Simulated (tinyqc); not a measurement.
# From one set of inputs to another, one input at a time

Model: phonon transmission through an interface between two chains by Green functions. Computed by tinyqc, a small Python program. Command: `OMP_NUM_THREADS=1 python tinyqc.py 3003079 3003080 out.jsonl agf ladder`. One thread of a shared host (Intel(R) Xeon(R) Processor @ 2.30GHz), about 0.03 s of CPU time with the checks.

Two semi-infinite chains (masses m_1, m_2; springs k_1, k_2), motion along the chain. The central region holds the end atom of each chain and one interlayer atom of mass m_b, joined by springs k_b. lambda = omega^2 in eV/(angstrom^2 u); nu = 15.6333042 THz x sqrt(lambda).

The inputs printed are set A. Inputs not listed in the table keep their values of set A, so the rows need not describe a real material.

Inputs (values chosen for the exercise, for two model chains):
```
quantity                          value           unit
mass m_1                           65.2              u
spring k_1                         7.76  eV/angstrom^2
mass m_2                           83.5              u
spring k_2                         3.94  eV/angstrom^2
junction spring k_b                2.05  eV/angstrom^2
interlayer mass m_b                96.7              u
probe frequency / lower band top   0.44              -
temperature T                       100              K
```

Atoms in the interlayer: one.

Constants: nu for 1 eV/(angstrom^2 u) = 15.6333042 THz; h x 1 THz = 4.135667696 meV; k_B = 8.617333262e-05 eV/K; k_B = 1.380649e-23 J/K; h = 6.62607015e-34 J s.

Method:
- nu_max = 15.6333042 THz x 2 sqrt(k/m); impedance Z = sqrt(k m); long-wave transmission 4 Z_1 Z_2/(Z_1 + Z_2)^2; the probe frequency is the given share of the lower band top.
- In chain i, sin(q_i a/2) = nu/nu_max,i. An outgoing wave makes the next atom move as exp(i q_i a) times the end atom, so the lead adds the self-energy Sigma_i = -k_i exp(i q_i a) to the force-constant matrix; Gamma_i = -2 Im Sigma_i = 2 k_i sin(q_i a).
- A = lambda M - K - Sigma over the central atoms, with K_ii the sum of the springs at i, K_(i,i+1) = -k_b; G = inverse of A; transmission = Gamma_1 Gamma_2 |G_(first,last)|^2.
- Landauer conductance G = k_B int tau(nu) x^2 e^x/(e^x - 1)^2 d nu, x = h nu/(k_B T), from 0 to the lower band top (240 Gauss-Legendre points in s from 0 to 1, nu = nu_top sin(pi s/2)); tau is the transmission, and its thermal mean is G over the value for tau = 1 in the same window; the quantum is g_0 = pi^2 k_B^2 T/(3 h).

Each row keeps all changes above it:
```
input moved                          from    to  conductance G (pW/K)  thermal mean of the transmission  transmission
set A                                   -     -                 46.66                            0.6404        0.9744
mass m_2 (u)                         83.5  67.8                 46.99                            0.6100        0.9037
spring k_2 (eV/angstrom^2)           3.94  2.84                 47.85                            0.6800        0.9503
mass m_1 (u)                         65.2  62.8                 48.05                            0.6829        0.9526
spring k_1 (eV/angstrom^2)           7.76  4.01                 52.13                            0.7408        0.9881
junction spring k_b (eV/angstrom^2)  2.05  1.84                 49.13                            0.6982        0.9829
interlayer mass m_b (u)              96.7  48.2                 57.45                            0.8165        0.7816
```

Which inputs carry the difference?

Conductance G goes from 46.7 to 57.5, a factor 1.23 in all. The largest single move comes from interlayer mass m_b (a factor 1.17), and junction spring k_b works against it (a factor 0.942). Thermal mean of the transmission goes from 0.640 to 0.817, a factor 1.28 in all. The largest single move comes from interlayer mass m_b (a factor 1.17), and junction spring k_b works against it (a factor 0.942). Transmission goes from 0.974 to 0.782, a factor 0.802 in all. The largest single move comes from interlayer mass m_b (a factor 0.795), and spring k_2 works against it (a factor 1.05). The single moves hold for this order of the switches; the total does not depend on the order.

Extremes, crossings and ranges named in words are read from the listed rows.
